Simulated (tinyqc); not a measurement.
Inside a calculation. Method: Hubbard ring of 5 sites. Computed by tinyqc, a small Python program that keeps every step. Settings: hopping = 0.76, U = 10.8, mixing = 0.2, iteration cap = 55. Command: `OMP_NUM_THREADS=1 python tinyqc.py 25789 25790 out.jsonl` (the two numbers bound the seeds that draw the settings). One thread of a shared host (Intel(R) Xeon(R) Processor @ 2.60GHz), about 0.2 s of CPU time with the checks. Later iterations appear only in the table of the cycle.

## Mean-field iteration 1

one-body matrix (hopping and site energies) (eV), order 1, 2, 3, 4, 5:
```
[[0.1200, -0.7600, 0.0000, 0.0000, -0.7600],
 [-0.7600, 0.7700, -0.7600, 0.0000, 0.0000],
 [0.0000, -0.7600, 0.1400, -0.7600, 0.0000],
 [0.0000, 0.0000, -0.7600, 0.0700, -0.7600],
 [-0.7600, 0.0000, 0.0000, -0.7600, 0.5600]]
```

U = 10.8000 eV

electrons, up and down: [2, 2]

mixing = 0.2000

n(up) at the start (a guess, not normalised): [0.7000, 0.1000, 0.7000, 0.1000, 0.7000]

n(down) at the start (a guess): [0.1000, 0.7000, 0.1000, 0.7000, 0.1000]

H(up) = T + U n(down), H(down) = T + U n(up); fill the lowest levels; n(new) = n + mixing (n(out) - n); E = tr T (rho up + rho down) + U sum n_up n_down of the output.

levels, up (eV): [0.5302, 1.0774, 2.1115, 7.8044, 8.4965]

levels, down (eV): [0.9696, 1.6728, 7.1837, 7.9040, 8.7699]

energy = 0.1456 eV

n(up) after iteration 1: [0.6866, 0.0831, 0.7553, 0.0834, 0.6316]

n(down) after iteration 1: [0.0832, 0.7539, 0.0853, 0.7553, 0.0823]

## Mean-field iteration 2

As before.

levels, up (eV): [0.3568, 0.9294, 1.9353, 8.3837, 9.0627]

levels, down (eV): [0.7941, 1.4991, 6.7867, 8.3045, 8.4676]

energy = 0.1021 eV

n(up) after iteration 2: [0.6755, 0.0692, 0.8003, 0.0695, 0.5776]

n(down) after iteration 2: [0.0697, 0.7976, 0.0725, 0.7997, 0.0685]

## Convergence

Each step fills the lowest levels of T + U n(other spin) and sets n(new) = n + mixing (n(out) - n); stop when output and input agree to 1e-8.

Course of the cycle:
```
iteration    E (eV)  largest |n(out) - n(in)|  mean |n_up - n_down|
1          0.145572                  3.42e-01                0.7654
2          0.102114                  2.70e-01                0.7689
3          0.078712                  2.15e-01                0.7709
4          0.065306                  1.72e-01                0.7720
5          0.057226                  1.39e-01                0.7726
6          0.052132                  1.14e-01                0.7729
7          0.048779                  9.38e-02                0.7731
8          0.046475                  7.83e-02                0.7731
9          0.044825                  6.61e-02                0.7730
10         0.043592                  5.64e-02                0.7730
11         0.042637                  4.86e-02                0.7729
...             ...                       ...                   ...
45         0.036242                  5.14e-03                0.7686
46         0.036213                  4.93e-03                0.7685
47         0.036187                  4.74e-03                0.7684
48         0.036162                  4.56e-03                0.7683
49         0.036138                  4.39e-03                0.7683
50         0.036117                  4.22e-03                0.7682
51         0.036097                  4.06e-03                0.7681
52         0.036078                  3.91e-03                0.7680
53         0.036060                  3.77e-03                0.7680
54         0.036044                  3.63e-03                0.7679
55         0.036028                  3.50e-03                0.7679
```

Not converged within 55 iterations: the residual falls steadily but slowly, by a factor of about 0.96 a step. The lowest mean-field energy found from random starts is -0.12983 eV. Reruns (cap 100 unless said): mixing 0.5: not converged; mixing 0.9: not converged; the original settings with a cap of 400: not converged.

## Exact diagonalisation (100 states)

Lowest levels of the sector, and the double occupancy of the lowest state.

lowest levels (eV): [-0.6503, -0.5304, -0.4347, -0.3715, -0.3416, -0.3375]

double occupancy per site = 0.0075

## The lowest level by Lanczos steps

From a random start vector (not printed): a_j = <q_j|H|q_j>, b_j = norm of the remainder after orthogonalising; the Ritz value is the lowest eigenvalue of the tridiagonal matrix of a and b so far.

Lanczos:
```
j   a_j (eV)  b_j (eV)  lowest Ritz value (eV)
1     9.3657    7.2814                9.365728
2    10.6300    8.1354                2.689127
3    15.1137    3.6823                0.307222
4     7.1800    5.8192               -0.016932
5     9.9108    4.8298               -0.299684
6    19.0935    4.9530               -0.366526
7     7.8489    6.5599               -0.381631
8    10.4759    6.2523               -0.402879
9    18.4930    5.7655               -0.420100
10    5.4854    5.0603               -0.439086
```
